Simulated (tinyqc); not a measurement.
Vibrations of a mass or spring defect in a linear chain: one step, computed by the program tinyqc.

A ring of N atoms with nearest-neighbour springs k and motion along the chain. Atom 1 is the defect, of mass M', and its two springs are k'. Odd sites are A (the defect replaces an A atom), even sites B.

Task: Dynamical matrix of the ring. D_ii = (sum of the two springs at i)/M_i, D_ij = -k_ij/sqrt(M_i M_j) for neighbours, closed into a ring.

Inputs (values chosen for the exercise, for a model chain):

| quantity | value | unit |
|---|---|---|
| spring constant k | 14.1 | eV/angstrom^2 |
| mass M_A | 51.6 | u |
| mass M_B | 23.7 | u |
| defect mass M' | 86.4 | u |
| spring ratio k'/k at the defect | 0.95 | - |
| atoms in the ring N | 12 | - |

Host: diatomic.

Give: D.

Result:

D (eV/(angstrom^2 u)), lower triangle (symmetric):
```
         1       2       3       4       5       6       7       8
1    0.310
2   -0.296   1.160
3    0.000  -0.403   0.547
4    0.000   0.000  -0.403   1.190
5    0.000   0.000   0.000  -0.403   0.547
6    0.000   0.000   0.000   0.000  -0.403   1.190
7    0.000   0.000   0.000   0.000   0.000  -0.403   0.547
8    0.000   0.000   0.000   0.000   0.000   0.000  -0.403   1.190
9    0.000   0.000   0.000   0.000   0.000   0.000   0.000  -0.403
10   0.000   0.000   0.000   0.000   0.000   0.000   0.000   0.000
11   0.000   0.000   0.000   0.000   0.000   0.000   0.000   0.000
12  -0.296   0.000   0.000   0.000   0.000   0.000   0.000   0.000

         9      10      11     12
9    0.547
10  -0.403   1.190
11   0.000  -0.403   0.547
12   0.000   0.000  -0.403  1.160
```
